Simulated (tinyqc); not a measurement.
Three structures under pressure: Born-Mayer model of an ionic crystal AB. Computed by tinyqc, a small Python program. Command: `OMP_NUM_THREADS=1 python tinyqc.py 3008646 3008647 out.jsonl bornmayer walk`. One thread of a shared host (Intel(R) Xeon(R) Processor @ 2.30GHz), about 0.01 s of CPU time with the checks.

Energies are per ion pair and r is the nearest distance of unlike ions.

Inputs (values chosen for the exercise, for a model salt):
```
quantity                        value           unit
ionic charge z                      1              -
unlike repulsion lambda          8160             eV
range rho                       0.296       angstrom
like repulsion lambda2            103             eV
dispersion C between like ions     27  eV angstrom^6
```

Structure: zinc blende. Short range: with like-ion terms.

Constants: e^2/(4 pi eps_0) = 14.39964548 eV angstrom; 1 eV/angstrom^3 = 160.2176634 GPa.

Method:
- Madelung constant M, unlike neighbours z1, like neighbours z2 at f r, volume per pair: rock salt 1.747565, 6, 12, sqrt2, 2 r^3; caesium chloride 1.762675, 8, 6, 2/sqrt3, 8 r^3/(3 sqrt3); zinc blende 1.638055, 4, 12, sqrt(8/3), 16 r^3/(3 sqrt3).
- U(r) = -M z^2 e^2/(4 pi eps_0 r) + z1 lambda exp(-r/rho) + z2 [lambda2 exp(-f r/rho) - C/(f r)^6] (one mean like-ion term for both sublattices).
- With the volume written as c r^3, under pressure take the root at the minimum of the enthalpy and solve U'(r) + 3 c r^2 P = 0; H = U + P V; B = (U'' - 2 U'/r)/(9 c r).

Enthalpy (eV per pair):
```
P (GPa)  rock salt  caesium chloride  zinc blende
0           -6.952            -6.838       -6.729
2           -6.095            -6.113       -5.571
5           -4.919            -5.107       -4.022
10          -3.133            -3.564       -1.713
20           0.066            -0.776        2.352
40           5.660             4.140        9.346
70          12.983            10.626       18.379
100         19.561            16.484       26.414
```

volumes at zero pressure (angstrom^3): rock salt 72.015, caesium chloride 60.469, zinc blende 99.269

At zero pressure the order is rock salt < caesium chloride < zinc blende. Between 0 and 2 GPa the lowest enthalpy passes from rock salt to caesium chloride. Pressure favours the denser structure, through P V. The Madelung constants, the number of repulsive contacts and the volumes (72.0, 60.5, 99.3 angstrom^3 at P = 0) all matter. Caution: rigid ions with fixed charges leave out polarisation and covalency, so such models often misplace transition pressures.

Extremes, crossings and ranges named in words are read from the listed rows.
